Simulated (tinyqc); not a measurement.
Placement within one cell: pair of shallow donors (hydrogen-like orbitals).

Each donor has the orbital exp(-r/a); energy unit Ha* = q/(eps a), q = e^2/(4 pi eps0), so that a lone donor is bound by Ha*/2; x = R/a. One electron: S = (1 + x + x^2/3) exp(-x), j = 1/x - (1 + 1/x) exp(-2x), k = (1 + x) exp(-x); levels E(+/-) = -1/2 - (j +/- k)/(1 +/- S) in Ha*, without the repulsion of the ions, split by D = |E(-) - E(+)|. In six valleys the overlaps S and k are multiplied by v = [cos(K Rx) + cos(K Ry) + cos(K Rz)]/3, K = k0 (2 pi/a_lat), for isotropic envelopes and the symmetric valley state.

Two electrons, Heitler-London: with S' = (1 - x + x^2/3) exp(x), C = 1/x - exp(-2x)(1/x + 11/8 + 3x/4 + x^2/6), X = (1/5){exp(-2x)(25/8 - 23x/4 - 3x^2 - x^3/3) + (6/x)[S^2 (0.5772157 + ln x) + S'^2 Ei(-4x) - 2 S S' Ei(-2x)]}, Q = C - 2j + 1/x and A = X - 2 S k + S^2/x, the singlet and triplet lie at (Q +/- w A)/(1 +/- w S^2) from two lone donors, with the valley weight w = v^2; the exchange is J = triplet - singlet.

Constants: e^2/(4 pi eps0) = 14.39964547 eV angstrom.

Values chosen for the exercise (near those of two donors in Si; shifted at random, so the results belong to these values and not to a real crystal): a = 16.1 angstrom (orbital radius); eps = 11.3 (dielectric constant); a_lat = 5.431 angstrom (lattice constant); k0 = 0.855 2 pi/a_lat (valley position); sites = ((14, 0, 0), (14.25, 0.25, 0.25), (14.5, 0.5, 0), (14, 0.5, 0.5), (13.75, 0.25, -0.25), (14.75, 0.25, -0.25), (14, 1, 0), (14.25, 0.75, -0.25), (15, 0.5, 0.5)) a_lat (positions of the second donor).

D and J for each site, and for v = 1.

Results:

| site | R (angstrom) | v | D (meV) | J (micro-eV) | J for v = 1 |
|---|---|---|---|---|---|
| (14, 0, 0) | 76.0 | 0.994 | 4.17 | 534 | 540 |
| (14.25, 0.25, 0.25) | 77.4 | 0.285 | 1.11 | 38.5 | 474 |
| (14.5, 0.5, 0) | 78.8 | -0.233 | 0.844 | 22.4 | 415 |
| (14, 0.5, 0.5) | 76.1 | -0.271 | 1.12 | 39.4 | 535 |
| (13.75, 0.25, -0.25) | 74.7 | 0.164 | 0.721 | 16.4 | 613 |
| (14.75, 0.25, -0.25) | 80.1 | -0.105 | 0.356 | 3.99 | 365 |
| (14, 1, 0) | 76.2 | 0.865 | 3.58 | 397 | 530 |
| (14.25, 0.75, -0.25) | 77.5 | 0.000 | 0.00155 | 7.61e-05 | 469 |
| (15, 0.5, 0.5) | 81.6 | -0.447 | 1.42 | 63.6 | 318 |

Over these sites the envelope alone changes J by a factor 1.93, and the valley factor v^2 by 6.1e+06; J runs from 7.61e-05 at (14.25, 0.75, -0.25) to 534 micro-eV at (14, 0, 0). Moves of less than one lattice constant change the phases of the valleys along each axis that moves, so the placement must be exact to the site.

Computed by tinyqc, a small Python program: `OMP_NUM_THREADS=1 python tinyqc.py 1282135 1282136 out.jsonl` (the numbers bound the seed that draws the inputs); one thread of a shared host (Intel(R) Xeon(R) Processor @ 2.30GHz), about 0.01 s for the whole set of steps.
